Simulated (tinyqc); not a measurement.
Stacked nanosheet transistor, parasitic resistance, capacitance and delay: two steps of the calculation.

Ns sheets share one contact on top; each has perimeter p = 2 (Ws + ts) and cross-section A = Ws ts; contact width Wc = Ws + 10 nm, stack height Hs = Ns pv. Sheet 1 is the top one. Contact length Lc = CPP - Lg - 2 Lsp, shared by two neighbouring gates. Source and drain sides are equal. The formulas are first-order estimates, not field solutions.

Inputs (values chosen for the exercise); values close to those of silicon logic devices: temperature T = 300 K; sheet width Ws = 30 nm; sheet thickness ts = 4 nm; vertical resistance between sheet levels rv = 158 ohm; gate length Lg = 14 nm; inversion capacitance Cinv = 3.3 uF/cm^2; injection velocity vx = 1e7 cm/s; apparent mobility mu = 260 cm^2/(V s); threshold at zero drain voltage VT = 0.21 V; barrier lowering dl = 0.056 V/V; subthreshold factor n = 1.25; supply voltage Vdd = 0.8 V.

Constants: q = 1.602176634e-19 C, kB = 1.380649e-23 J/K, Vt = kB T/q. Results are converted to the units shown.

Question 1. Sheet currents at Vgs = Vdd, Vds = Vdd/2. One sheet: I = p Q vx u/(1 + |u|^1.8)^(1/1.8), Q = Cinv n Vt ln(1 + exp((Vg' - VT + dl Vd')/(n Vt))), u = Vd' mu/(vx Lg), Vg' = Vgs - v, Vd' = Vds - 2 v, with the drop on each side v_j = Rc sum I + rv (sum over levels k = 2..j of the current of sheets k..Ns) + Rx I_j. I(new) = I(out).

I after iteration 1 (uA): sheet 1 135.39895, sheet 2 135.39895, sheet 3 135.39895
Rc = 108.87677 ohm
Rx = 308.33333 ohm

Give: drop v; I(out); I after iteration 2.

Answer 1.

drop v (mV): sheet 1 85.97, sheet 2 128.8, sheet 3 150.2
I(out) (uA): sheet 1 111.4, sheet 2 96.34, sheet 3 85.31
I after iteration 2 (uA): sheet 1 111.4, sheet 2 96.34, sheet 3 85.31

Question 2. Effective current, delay and energy. Ieff = (IH + IL)/2, delay CL Vdd/(2 Ieff), energy CL Vdd^2, with CL the load of an inverter that drives an equal one.

IH = I(Vdd, Vdd/2) = 324.11240 uA
IL = I(Vdd/2, Vdd), solved likewise = 128.85587 uA
CL = 771.80435 aF

Give: Ieff; delay; energy.

Answer 2.

Ieff = 226.48 uA
delay = 1.3631 ps
energy = 493.95 aJ

Program tinyqc, `OMP_NUM_THREADS=1 python tinyqc.py 2170063 2170064 out.jsonl`; Intel Xeon 2.30GHz, shared host, one thread, about 0.06 s.
